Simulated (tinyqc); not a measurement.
Index and thickness from Psi and Delta.

Question. Air (index 1), film, substrate with N2 = n2 - i k2; time factor exp(+i w t). q_j = sqrt(N_j^2 - sin^2 th), root with positive real part. Fresnel coefficients r_s = (q_a - q_b)/(q_a + q_b), r_p = (N_b^2 q_a - N_a^2 q_b)/(N_b^2 q_a + N_a^2 q_b). tan(Psi) exp(i Delta) = R_p/R_s, Delta taken from 0 to 360 degrees. beta = 2 pi d q1/lam, X = exp(-2 i beta), R = (r01 + r12 X)/(1 + r01 r12 X) for p and s. The film is transparent, with 1.15 < n1 < 2.9 and d under half a period. Find n1, d and the period.

Inputs (values chosen for the exercise):
- lam = 405 nm (wavelength)
- th = 65 degrees (angle of incidence)
- n2 = 5.42 (index of the substrate)
- k2 = 0.329 (extinction coefficient of the substrate)

Psi = 34.182273 degrees
Delta = 109.88168 degrees

Answer. Two measured angles fix two unknowns; a search from many starts finds one solution in the range given. Thicker films with d plus a multiple of the period give the same angles.

n1 = 1.45
d = 45.0 nm
period = 179 nm

Numbers from tinyqc (`OMP_NUM_THREADS=1 python tinyqc.py 2870128 2870129 out.jsonl`; about 0.5 s on one thread of a shared Intel Xeon 2.30GHz).
